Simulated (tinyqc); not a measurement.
Inside a calculation. Model: rapid thermal processing of a wafer: radiative balance, ramp and cooling, pattern effects, pyrometer error and spike budget. Computed by tinyqc, a small Python program that keeps every step. Command: `OMP_NUM_THREADS=1 python tinyqc.py 3113971 3113972 out.jsonl rtp walk`. One thread of a shared host (Intel(R) Xeon(R) Processor @ 2.30GHz), about 0.04 s of CPU time with the checks. Intermediate numbers are printed to about 7 digits and carried at full precision; extremes and crossings named in words are read from the listed rows.

The wafer is opaque and uniform through its thickness unless said otherwise; temperatures in formulas are in kelvin (C + 273.15). sigma = 5.670374419e-12 W/(cm^2 K^4).

Inputs (values chosen for the exercise, modelled on a hot silicon wafer):
```
quantity                                              value         unit
wafer thickness d                                       725   micrometre
heat capacity per volume C                             2.14   J/(cm^3 K)
thermal conductivity k                                 0.25     W/(cm K)
emissivity eps of each face                            0.72            -
reflectivity of the chamber walls r                    0.29            -
gas heat-transfer coefficient h, both faces together      2  mW/(cm^2 K)
wall temperature T_w                                    350            K
process temperature                                     610            C
starting temperature                                    450            C
ramp rate                                               170          K/s
relative change of absorptivity over a pattern          5.4            %
period of the pattern                                   4.8           mm
pyrometer wavelength                                    3.8   micrometre
error of the assumed emissivity                         8.2            %
activation energy of the process E_a                   3.66           eV
```

Constants: k_B = 8.617333262e-05 eV/K; h = 6.62607015e-34 J s; c = 299792458 m/s; k_B = 1.380649e-23 J/K.

## Power to hold and to ramp

Effective emissivity between parallel grey plates: eps_eff = 1/(1/eps + 1/(1 - r) - 1). Loss per area q(T) = 2 eps_eff sigma (T^4 - T_w^4) + h (T - T_w). Absorbed power during a ramp = q(T) + C d x ramp rate; thermal time constant tau = C d/(dq/dT), dq/dT = 8 eps_eff sigma T^3 + h; natural cooling rate q/(C d); front-to-back difference under one-sided heating at the end of the ramp = (absorbed power) d/(2 k).

eps_eff = 0.5563779

holding power q = 4.810008 W/cm^2

power at the end of the ramp = 31.18551 W/cm^2

dq/dT = 19.38501 mW/(cm^2 K)

time constant tau = 8.003606 s

natural cooling rate = 31.00231 K/s

front-to-back difference = 4.521899 K

Radiation carries 78 % of the loss. The ramp needs 6.5 times the holding power.

## Cooling curve

Cooling with the lamps off: C d dT/dt = -q(T), integrated adaptively (relative tolerance 1e-10).

Lamps off at t = 0:
```
t (s)     T (C)  cooling rate (K/s)
0.8    586.3695            28.15421
1.6    564.8392            25.73484
3.2    526.9149            21.85467
5.6    479.8110            17.65642
8.0    441.1997            14.67664
12.0   389.7900            11.27894
20.0   316.7970             7.40901
32.0   247.0697             4.56254
```

The rate falls from 31.0 K/s at t = 0 to 4.56 K/s in the last row.

## Thermal budget of a spike

Spike anneal: linear ramp to the peak, then lamps off. Equivalent time at the peak = int exp(-(E_a/k_B)(1/T - 1/T_peak)) dt; estimate (k_B T^2/E_a)(1/ramp rate + 1/cooling rate). The ramp part uses 4000 trapezoid steps, the cooling part 4000 steps over 4 tau. Time within 50 K of the peak from the same curves.

equivalent time, ramp = 0.1037871 s

equivalent time, cooling = 0.6116538 s

equivalent time, total = 0.7154408 s

estimate = 0.7003560 s

time within 50 K of the peak = 2.084096 s

Cooling supplies 85 % of the budget.

## What a faster ramp buys

The formulas are those given above.

Against the ramp rate:
```
ramp (K/s)  ramp part (s)  cooling part (s)  total (s)  power at the peak (W/cm^2)
10               1.764380         0.6116538   2.376034                      6.3615
25               0.705752         0.6116538   1.317406                      8.6888
50               0.352876         0.6116538   0.964530                     12.5675
100              0.176438         0.6116538   0.788092                     20.3250
250              0.070575         0.6116538   0.682229                     43.5975
500              0.035288         0.6116538   0.646941                     82.3850
1000             0.017644         0.6116538   0.629298                    159.9600
```

From 10 to 100 K/s the total falls by a factor 3.0, from 100 to 1000 K/s by 1.25: the cooling part, 0.612 s, is a floor, and the natural cooling rate here is 31.0 K/s.

## Pattern effect

At steady state a sinusoidal change of absorbed power of relative amplitude a and period p gives the temperature amplitude a q/(dq/dT + k d (2 pi/p)^2); healing length l = sqrt(k d/(dq/dT)); process change = E_a dT/(k_B T^2). Emissivity is taken as unchanged.

healing length l = 9.669543 mm

amplitude without lateral conduction = 13.39903 K

amplitude = 0.08311548 K

change of the process rate = 0.4526069 %

Lateral conduction cuts the amplitude to 0.62 %, since p/(2 pi l) = 0.079.

## Pyrometer error

Signal proportional to eps/(exp(c2/(lambda T)) - 1), c2 = h c/k_B. If the assumed emissivity is too high by the given error, the reading T' solves (1 + error)/(exp(c2/(lambda T')) - 1) = 1/(exp(c2/(lambda T)) - 1). Wien estimate: T' - T = -lambda T^2 ln(1 + error)/c2. Process rates go as exp(-E_a/(k_B T)).

c2 = 14387.77 micrometre K

c2/(lambda T) = 4.287216

reading less true temperature = -15.73471 K

Wien estimate = -16.23480 K

rate at T over rate at T', less 1 = 139.2597 %

Caution: below about 600 C lightly doped silicon is partly transparent at this wavelength, so its emissivity is not yet the hot value early in the ramp.

Checks made by the program: cooling time against quadrature of C d dT/q (relative difference 3e-08).
